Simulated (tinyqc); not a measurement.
Worked calculation: empirical pseudopotential in a few plane waves. One step of it, computed by the program tinyqc.

Question. Bloch Hamiltonian at k. Basis: the 15 shortest G (labels in 2 pi/a), the same at every k. H(G,G') = c |k + G|^2 delta + VS(|G-G'|^2) cos((G-G').tau) + i VA sin((G-G').tau), tau = a/8 (1,1,1); 1 Ry = 13.605693 eV.

Parameters chosen for this model: fcc lattice, atoms at +/- a/8 (1,1,1); form factors in rydberg at |G|^2 in units of (2 pi/a)^2:
```
parameter                 value      unit
a                      5.470000  angstrom
VS(3)                 -0.205000        Ry
VS(8)                  0.022000        Ry
VS(11)                 0.064000        Ry
VA(3)                  0.127000        Ry
VA(4)                  0.087000        Ry
VA(11)                 0.010000        Ry
hbar^2/2m (2 pi/a)^2   5.026990        eV
```

k point k (2 pi / a): 0.580000  -0.060000  0.280000

Give: H(k) at k.

Answer.

H(k) at k (eV):
```
                 +0+0+0           -1-1-1           -1-1+1           -1+1-1
+0+0+0           2.1033   1.9722+1.2218i  -1.9722+1.2218i  -1.9722+1.2218i
-1-1-1   1.9722-1.2218i           9.1411   0.0000-1.1837i   0.0000-1.1837i
-1-1+1  -1.9722-1.2218i   0.0000+1.1837i          14.7713           0.2993
-1+1-1  -1.9722-1.2218i   0.0000+1.1837i           0.2993           7.9346
-1+1+1  -1.9722+1.2218i          -0.2993   0.0000+1.1837i   0.0000+1.1837i
+1-1-1  -1.9722-1.2218i   0.0000+1.1837i           0.2993           0.2993
+1-1+1  -1.9722+1.2218i          -0.2993   0.0000+1.1837i           0.0000
+1+1-1  -1.9722+1.2218i          -0.2993           0.0000   0.0000+1.1837i
+1+1+1   1.9722+1.2218i           0.0000          -0.2993          -0.2993
-2+0+0   0.0000-1.1837i  -1.9722+1.2218i  -1.9722-1.2218i  -1.9722-1.2218i
+0-2+0   0.0000-1.1837i  -1.9722+1.2218i  -1.9722-1.2218i   0.6157-0.0962i
+0+0-2   0.0000-1.1837i  -1.9722+1.2218i   0.6157-0.0962i  -1.9722-1.2218i
+0+0+2   0.0000+1.1837i  -0.6157-0.0962i   1.9722+1.2218i  -0.6157+0.0962i
+0+2+0   0.0000+1.1837i  -0.6157-0.0962i  -0.6157+0.0962i   1.9722+1.2218i
+2+0+0   0.0000+1.1837i  -0.6157-0.0962i  -0.6157+0.0962i  -0.6157+0.0962i

                 -1+1+1           +1-1-1           +1-1+1           +1+1-1
+0+0+0  -1.9722-1.2218i  -1.9722+1.2218i  -1.9722-1.2218i  -1.9722-1.2218i
-1-1-1          -0.2993   0.0000-1.1837i          -0.2993          -0.2993
-1-1+1   0.0000-1.1837i           0.2993   0.0000-1.1837i           0.0000
-1+1-1   0.0000-1.1837i           0.2993           0.0000   0.0000-1.1837i
-1+1+1          13.5648           0.0000           0.2993           0.2993
+1-1-1           0.0000          20.8037   0.0000-1.1837i   0.0000-1.1837i
+1-1+1           0.2993   0.0000+1.1837i          26.4339           0.2993
+1+1-1           0.2993   0.0000+1.1837i           0.2993          19.5972
+1+1+1   0.0000+1.1837i          -0.2993   0.0000+1.1837i   0.0000+1.1837i
-2+0+0   1.9722-1.2218i   0.6157-0.0962i  -0.6157-0.0962i  -0.6157-0.0962i
+0-2+0  -0.6157-0.0962i  -1.9722-1.2218i   1.9722-1.2218i  -0.6157-0.0962i
+0+0-2  -0.6157-0.0962i  -1.9722-1.2218i  -0.6157-0.0962i   1.9722-1.2218i
+0+0+2  -1.9722+1.2218i  -0.6157+0.0962i  -1.9722+1.2218i   0.6157+0.0962i
+0+2+0  -1.9722+1.2218i  -0.6157+0.0962i   0.6157+0.0962i  -1.9722+1.2218i
+2+0+0   0.6157+0.0962i   1.9722+1.2218i  -1.9722+1.2218i  -1.9722+1.2218i

                 +1+1+1           -2+0+0           +0-2+0           +0+0-2
+0+0+0   1.9722-1.2218i   0.0000+1.1837i   0.0000+1.1837i   0.0000+1.1837i
-1-1-1           0.0000  -1.9722-1.2218i  -1.9722-1.2218i  -1.9722-1.2218i
-1-1+1          -0.2993  -1.9722+1.2218i  -1.9722+1.2218i   0.6157+0.0962i
-1+1-1          -0.2993  -1.9722+1.2218i   0.6157+0.0962i  -1.9722+1.2218i
-1+1+1   0.0000-1.1837i   1.9722+1.2218i  -0.6157+0.0962i  -0.6157+0.0962i
+1-1-1          -0.2993   0.6157+0.0962i  -1.9722+1.2218i  -1.9722+1.2218i
+1-1+1   0.0000-1.1837i  -0.6157+0.0962i   1.9722+1.2218i  -0.6157+0.0962i
+1+1-1   0.0000-1.1837i  -0.6157+0.0962i  -0.6157+0.0962i   1.9722+1.2218i
+1+1+1          25.2274  -0.6157-0.0962i  -0.6157-0.0962i  -0.6157-0.0962i
-2+0+0  -0.6157+0.0962i          10.5486           0.2993           0.2993
+0-2+0  -0.6157+0.0962i           0.2993          23.4177           0.2993
+0+0-2  -0.6157+0.0962i           0.2993           0.2993          16.5810
+0+0+2  -1.9722-1.2218i          -0.2993          -0.2993           0.0000
+0+2+0  -1.9722-1.2218i          -0.2993           0.0000          -0.2993
+2+0+0  -1.9722-1.2218i           0.0000          -0.2993          -0.2993

                 +0+0+2           +0+2+0           +2+0+0
+0+0+0   0.0000-1.1837i   0.0000-1.1837i   0.0000-1.1837i
-1-1-1  -0.6157+0.0962i  -0.6157+0.0962i  -0.6157+0.0962i
-1-1+1   1.9722-1.2218i  -0.6157-0.0962i  -0.6157-0.0962i
-1+1-1  -0.6157-0.0962i   1.9722-1.2218i  -0.6157-0.0962i
-1+1+1  -1.9722-1.2218i  -1.9722-1.2218i   0.6157-0.0962i
+1-1-1  -0.6157-0.0962i  -0.6157-0.0962i   1.9722-1.2218i
+1-1+1  -1.9722-1.2218i   0.6157-0.0962i  -1.9722-1.2218i
+1+1-1   0.6157-0.0962i  -1.9722-1.2218i  -1.9722-1.2218i
+1+1+1  -1.9722+1.2218i  -1.9722+1.2218i  -1.9722+1.2218i
-2+0+0          -0.2993          -0.2993           0.0000
+0-2+0          -0.2993           0.0000          -0.2993
+0+0-2           0.0000          -0.2993          -0.2993
+0+0+2          27.8415           0.2993           0.2993
+0+2+0           0.2993          21.0048           0.2993
+2+0+0           0.2993           0.2993          33.8739
```
